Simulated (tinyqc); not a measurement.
Worked calculation: FCI on RHF in the 6-311g basis, for H-, spin multiplicity 1. The basis has no diffuse functions, so it cannot describe the extra electron: this is an exercise in the method, not the real anion. Computed by tinyqc, a small Python program that keeps every step (integrals from PySCF). Settings: charge = -1, multiplicity = 1, basis = 6-311g, method = RHF, energy threshold = 1e-10, iteration cap = 66, orthogonalisation = symmetric, start = core, DIIS depth = 6, ci = FCI, davidson = 1. Command: `OMP_NUM_THREADS=1 python tinyqc.py 22462 22463 out.jsonl` (the two numbers bound the seeds that draw the settings). One thread of a shared host (Intel(R) Xeon(R) Processor @ 2.60GHz), about 0.1 s of CPU time with the checks. The early iterations of the SCF are left out here.

## One-electron integrals

Geometry (angstrom):
```
atom,x,y,z
H,0.00000,0.00000,0.00000
```

Basis 6-311g: exponents (1/bohr^2) and contraction coefficients of normalised primitives:
```
element,l (shell),exponent,coefficient
H,s (1),33.86500,0.02549
H,s (1),5.09479,0.19037
H,s (1),1.15879,0.85216
H,s (2),0.32584,1.00000
H,s (3),0.10274,1.00000
```

Overlap, kinetic and nuclear-attraction integrals over the contracted functions; the nuclear repulsion is the sum of Za Zb / Rab.

nuclear repulsion = 0 hartree

overlap S, lower triangle:
```
,1H 1s,1H 2s,1H 3s
1H 1s,1.00000
1H 2s,0.70638,1.00000
1H 3s,0.37366,0.78896,1.00000
```

kinetic energy T (hartree), lower triangle:
```
,1H 1s,1H 2s,1H 3s
1H 1s,2.30435
1H 2s,0.54912,0.48876
1H 3s,0.10635,0.18488,0.15411
```

nuclear attraction V (hartree), lower triangle:
```
,1H 1s,1H 2s,1H 3s
1H 1s,-2.11110
1H 2s,-1.06073,-0.91090
1H 3s,-0.51499,-0.58281,-0.51150
```

core Hamiltonian H = T + V (hartree), lower triangle:
```
,1H 1s,1H 2s,1H 3s
1H 1s,0.19325
1H 2s,-0.51161,-0.42214
1H 3s,-0.40865,-0.39793,-0.35738
```

## Two-electron integrals

Functions are numbered as in S; the eight-fold symmetry (ij|kl) = (ji|kl) = (kl|ij) leaves the list below.

Two-electron integrals (ij|kl) in chemists' order, unique and non-zero (hartree):
```
i,j,k,l,(ij|kl)
1,1,1,1,1.39303
2,1,1,1,0.82297
2,1,2,1,0.50970
2,2,1,1,0.82290
2,2,2,1,0.54303
2,2,2,2,0.64411
3,1,1,1,0.41126
3,1,2,1,0.25776
3,1,2,2,0.27987
3,1,3,1,0.13079
3,2,1,1,0.54368
3,2,2,1,0.36577
3,2,2,2,0.45267
3,2,3,1,0.18980
3,2,3,2,0.32514
3,3,1,1,0.49402
3,3,2,1,0.34012
3,3,2,2,0.44599
3,3,3,1,0.17804
3,3,3,2,0.33178
3,3,3,3,0.36168
```

## Orthogonalisation

S = U s U^T; symmetric (Loewdin) form X = U s^(-1/2) U^T, so that X^T S X = 1.

eigenvalues of S: 0.10921  0.62935  2.26144

X, lower triangle:
```
,1H 1s,1H 2s,1H 3s
1H 1s,1.36602
1H 2s,-0.72847,2.04562
1H 3s,0.17957,-0.90558,1.53984
```

## Iteration 6 (converged): orbitals

converged F (hartree), lower triangle:
```
,1H 1s,1H 2s,1H 3s
1H 1s,1.15399
1H 2s,-0.02148,0.16989
1H 3s,-0.26196,-0.03827,0.06398
```

Diagonalise F' = X^T F X, C = X C', fill 1 alpha and 1 beta electrons from the bottom; D = 2 C_occ C_occ^T. Each column has its largest component positive (the first on a tie).

F' = X^T F X (hartree), lower triangle:
```
,1,2,3
1,2.16985
2,-1.16432,1.23595
3,-0.06811,-0.39242,0.29708
```

orbital energies (hartree): MO1 -0.00371, MO2 0.73902, MO3 2.96757

coefficients C:
```
,MO1,MO2,MO3
1H 1s,0.17498,0.08503,-1.54631
1H 2s,0.17469,1.48805,1.81398
1H 3s,0.76477,-1.43742,-0.75657
```

D after iteration 6, lower triangle:
```
,1H 1s,1H 2s,1H 3s
1H 1s,0.06123
1H 2s,0.06113,0.06103
1H 3s,0.26763,0.26719,1.16975
```

## Convergence

Stop when the energy changes by less than 1e-10 hartree and every element of the error matrix X^T (F D S - S D F) X is below 3e-06.

Course of the cycle:
```
iteration,E (hartree),change,largest element of the error matrix
1,-0.3745472,-,2.79e-01
2,-0.4649345,-9.04e-02,3.88e-02
3,-0.4666601,-1.73e-03,4.52e-03
4,-0.4666719,-1.18e-05,4.41e-05
5,-0.4666719,-1.00e-09,6.83e-08
6,-0.4666719,-3.39e-15,3.35e-08
```

PySCF RHF in the same basis = -0.4666719 hartree

Converged in 6 iterations.

## Integrals over molecular orbitals

(pq|rs) = sum C_ip C_jq C_kr C_ls (ij|kl), one index at a time.

one-electron integrals over orbitals h = C^T H C (hartree), lower triangle:
```
,1,2,3
1,-0.46296
2,-0.13152,0.00097
3,0.03444,0.14830,1.87463
```

Two-electron integrals over orbitals (pq|rs), unique and non-zero (hartree):
```
p,q,r,s,(pq|rs)
1,1,1,1,0.45925
2,1,1,1,0.13152
2,1,2,1,0.10280
2,2,1,1,0.42042
2,2,2,1,0.12004
2,2,2,2,0.39645
3,1,1,1,-0.03444
3,1,2,1,-0.05014
3,1,2,2,-0.05044
3,1,3,1,0.07796
3,2,1,1,-0.09922
3,2,2,1,-0.08488
3,2,2,2,-0.10131
3,2,3,1,0.08216
3,2,3,2,0.10629
3,3,1,1,0.58545
3,3,2,1,0.25306
3,3,2,2,0.55475
3,3,3,1,-0.17587
3,3,3,2,-0.27174
3,3,3,3,1.02616
```

## FCI: determinants and Hamiltonian

Hartree-Fock energy = -0.4666719 hartree

Slater-Condon rules over spin orbitals, with the nuclear repulsion added and E(HF) subtracted on the diagonal.

Occupation strings over the orbitals (2 doubly, a alpha, b beta, 0 empty; spin orbitals ordered 1a 1b 2a 2b ...): 200 ab0 a0b ba0 b0a 020 0ab 0ba 002

H - E(HF) between determinants (hartree), lower triangle:
```
,200,ab0,a0b,ba0,b0a,020,0ab,0ba,002
200,0.00000
ab0,0.00000,0.42510
a0b,0.00000,0.04908,2.46379
ba0,0.00000,-0.10280,0.05014,0.42510
b0a,0.00000,0.05014,-0.07796,0.04908,2.46379
020,0.10280,-0.01148,-0.08488,0.01148,0.08488,0.86505
0ab,-0.05014,-0.08488,0.12154,0.01600,-0.08216,0.04699,2.89702
0ba,0.05014,0.01600,-0.08216,-0.08488,0.12154,-0.04699,-0.10629,2.89702
002,0.07796,0.08216,-0.14143,-0.08216,0.14143,0.10629,-0.12344,0.12344,5.24209
```

## FCI: roots

Diagonalise (each vector has its largest component positive (the first on a tie)); all determinants have Ms = 0, so triplets appear too. The lowest singlet root is the correlation energy.

lowest roots of this matrix, relative to E(HF) (hartree): -0.01496  0.31553  0.52049  0.86429  2.38739  2.47038  2.79595  3.05991

lowest vectors:
```
,root 1,root 2,root 3,root 4
200,0.99261,0.00000,0.00030,0.11855
ab0,0.00271,0.70599,0.70564,-0.03153
a0b,-0.00602,-0.03422,-0.00210,0.05128
ba0,-0.00271,0.70599,-0.70564,0.03153
b0a,0.00602,-0.03422,0.00210,-0.05128
020,-0.11756,0.00000,0.04609,0.98830
0ab,0.01833,0.02019,0.02677,-0.02664
0ba,-0.01833,0.02019,-0.02677,0.02664
002,-0.01189,0.00000,-0.02432,-0.02311
```

<S^2> of these roots: 0.00000  2.00000  0.00000  0.00000  2.00000  0.00000  2.00000  0.00000

weight of the ground state by excitation level 0, 1, 2, ...: 0.98528  0.00009  0.01463

## The lowest root by the Davidson method

Start from the reference; add the residual divided by (theta - H_ii), orthogonalised, at each step.

Davidson iterations:
```
iteration,subspace,lowest Ritz value (hartree),residual norm
1,1,0,1.47e-01
2,2,-0.0147209,2.64e-02
3,3,-0.0149589,1.78e-03
4,4,-0.0149605,1.45e-04
5,5,-0.0149605,3.95e-06
6,6,-0.0149605,8.47e-17
```
